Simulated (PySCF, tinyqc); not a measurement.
Inside a calculation. Method: CIS on RHF in the 6-31g basis, for H3-, spin multiplicity 1. The basis has no diffuse functions, so it cannot describe the extra electron: this is an exercise in the method, not the real anion. The lowest restricted solution is unstable here: a spin-polarised one lies 0.0603 hartree lower (PySCF). One step of it, computed by the program tinyqc.

Question. CIS matrix, triplets. A(ia,jb) = (e_a - e_i) d_ij d_ab - (ij|ab).

orbital energies (hartree): MO1 -0.286694, MO2 0.133817, MO3 0.396546, MO4 1.247361, MO5 1.404274, MO6 1.412089

Two-electron integrals over orbitals (pq|rs), unique and non-zero (hartree):
```
(11|11) 0.511201    (21|11) -0.000084   (21|21) 0.086911    (22|11) 0.407950
(22|21) 0.000202    (22|22) 0.411729    (31|11) 0.015865    (31|21) 0.000021
(31|22) -0.048894   (31|31) 0.095201    (32|11) 0.000031    (32|21) -0.050732
(32|22) -0.000086   (32|31) -0.000104   (32|32) 0.044774    (33|11) 0.414155
(33|21) -0.000122   (33|22) 0.342218    (33|31) 0.029025    (33|32) 0.000052
(33|33) 0.386595    (41|11) 0.100713    (41|21) -0.000087   (41|22) 0.040366
(41|31) 0.027787    (41|32) 0.000019    (41|33) 0.061227    (41|41) 0.076036
(42|11) -0.000161   (42|21) -0.004797   (42|22) -0.000109   (42|31) 0.000009
(42|32) 0.001236    (42|33) -0.000087   (42|41) -0.000110   (42|42) 0.014727
(43|11) 0.045889    (43|21) 0.000008    (43|22) 0.017452    (43|31) 0.014854
(43|32) -0.000019   (43|33) 0.027903    (43|41) 0.044271    (43|42) -0.000010
(43|43) 0.046931    (44|11) 0.470891    (44|21) -0.000225   (44|22) 0.335588
(44|31) 0.089291    (44|32) 0.000037    (44|33) 0.406884    (44|41) 0.123105
(44|42) -0.000127   (44|43) 0.069491    (44|44) 0.537127    (51|11) 0.022561
(51|21) -0.000892   (51|22) 0.051785    (51|31) -0.055158   (51|32) 0.000632
(51|33) -0.000413   (51|41) -0.013495   (51|42) -0.000361   (51|43) -0.032854
(51|44) -0.041822   (51|51) 0.070032    (52|11) -0.001864   (52|21) 0.038077
(52|22) -0.001408   (52|31) 0.000663    (52|32) -0.020352   (52|33) -0.001034
(52|41) -0.000712   (52|42) 0.015068    (52|43) 0.000091    (52|44) -0.001010
(52|51) -0.001973   (52|52) 0.046454    (53|11) -0.103715   (53|21) 0.000636
(53|22) -0.055686   (53|31) -0.018993   (53|32) -0.000294   (53|33) -0.060759
(53|41) -0.056324   (53|42) 0.000255    (53|43) -0.023676   (53|44) -0.106526
(53|51) -0.008506   (53|52) 0.001487    (53|53) 0.058150    (54|11) -0.035968
(54|21) -0.001067   (54|22) 0.035356    (54|31) -0.086735   (54|32) 0.000714
(54|33) -0.041325   (54|41) -0.051495   (54|42) 0.000007    (54|43) -0.039252
(54|44) -0.123214   (54|51) 0.067442    (54|52) -0.001212   (54|53) 0.028642
(54|54) 0.107197    (55|11) 0.479980    (55|21) -0.003907   (55|22) 0.414926
(55|31) -0.023109   (55|32) 0.002594    (55|33) 0.393297    (55|41) 0.100049
(55|42) -0.000637   (55|43) 0.041910    (55|44) 0.432968    (55|51) 0.050119
(55|52) -0.004953   (55|53) -0.100220   (55|54) -0.000442   (55|55) 0.504601
(61|11) -0.000464   (61|21) -0.048978   (61|22) -0.001079   (61|31) 0.000913
(61|32) 0.031533    (61|33) 3.21e-06    (61|41) 0.000252    (61|42) -0.017311
(61|43) 0.000497    (61|44) 0.000728    (61|51) -0.000114   (61|52) -0.049664
(61|53) -0.000492   (61|54) -0.000369   (61|55) 0.002367    (61|61) 0.059949
(62|11) -0.103962   (62|21) -0.000785   (62|22) -0.082904   (62|31) 0.032884
(62|32) 0.000400    (62|33) -0.056908   (62|41) -0.037333   (62|42) -0.000219
(62|43) 0.001272    (62|44) -0.055432   (62|51) -0.056257   (62|52) 0.000622
(62|53) 0.047881    (62|54) -0.029356   (62|55) -0.127411   (62|61) 0.002068
(62|62) 0.087189    (63|11) 0.001740    (63|21) 0.031430    (63|22) 0.001000
(63|31) 0.000382    (63|32) -0.015125   (63|33) 0.001006    (63|41) 0.000900
(63|42) 0.008845    (63|43) 0.000415    (63|44) 0.001758    (63|51) -0.000517
(63|52) 0.032844    (63|53) -0.000479   (63|54) -0.001011   (63|55) -0.000314
(63|61) -0.035408   (63|62) -0.001484   (63|63) 0.026460    (64|11) 0.000694
(64|21) -0.054100   (64|22) -0.000630   (64|31) 0.001347    (64|32) 0.031210
(64|33) 0.000767    (64|41) 0.000928    (64|42) 0.000753    (64|43) 0.000626
(64|44) 0.002166    (64|51) -0.000365   (64|52) -0.030143   (64|53) -0.000986
(64|54) -0.000890   (64|55) 0.003029    (64|61) 0.036887    (64|62) 0.001035
(64|63) -0.024350   (64|64) 0.040889    (65|11) -0.000118   (65|21) -0.105031
(65|22) 0.000320    (65|31) -0.000896   (65|32) 0.069441    (65|33) -0.000285
(65|41) -0.000358   (65|42) -0.012287   (65|43) -0.000609   (65|44) -0.000891
(65|51) 0.002604    (65|52) -0.072037   (65|53) -0.000972   (65|54) 0.002747
(65|55) 0.006494    (65|61) 0.090337    (65|62) 0.001037    (65|63) -0.053753
(65|64) 0.078766    (65|65) 0.171707    (66|11) 0.464840    (66|21) 0.004127
(66|22) 0.445996    (66|31) -0.071325   (66|32) -0.002642   (66|33) 0.366993
(66|41) 0.069904    (66|42) 0.000286    (66|43) 0.009432    (66|44) 0.363472
(66|51) 0.102098    (66|52) 0.000070    (66|53) -0.092501   (66|54) 0.064927
(66|55) 0.507373    (66|61) -0.005404   (66|62) -0.151602   (66|63) 0.003659
(66|64) -0.004024   (66|65) -0.005657   (66|66) 0.564320
```

Give: CIS matrix A, triplet.

Answer.

CIS matrix A, triplet (hartree), order 1>3, 1>4, 1>5, 1>6, 2>3, 2>4, 2>5, 2>6:
$$\begin{pmatrix}
0.2691 & -0.0459 & 0.1037 & -0.0017 & 0.0001 & 0.0000 & -0.0006 & -0.0314 \\
-0.0459 & 1.0632 & 0.0360 & -0.0007 & 0.0000 & 0.0002 & 0.0011 & 0.0541 \\
0.1037 & 0.0360 & 1.2110 & 0.0001 & -0.0006 & 0.0011 & 0.0039 & 0.1050 \\
-0.0017 & -0.0007 & 0.0001 & 1.2339 & -0.0314 & 0.0541 & 0.1050 & -0.0041 \\
0.0001 & 0.0000 & -0.0006 & -0.0314 & -0.0795 & -0.0175 & 0.0557 & -0.0010 \\
0.0000 & 0.0002 & 0.0011 & 0.0541 & -0.0175 & 0.7780 & -0.0354 & 0.0006 \\
-0.0006 & 0.0011 & 0.0039 & 0.1050 & 0.0557 & -0.0354 & 0.8555 & -0.0003 \\
-0.0314 & 0.0541 & 0.1050 & -0.0041 & -0.0010 & 0.0006 & -0.0003 & 0.8323
\end{pmatrix}$$
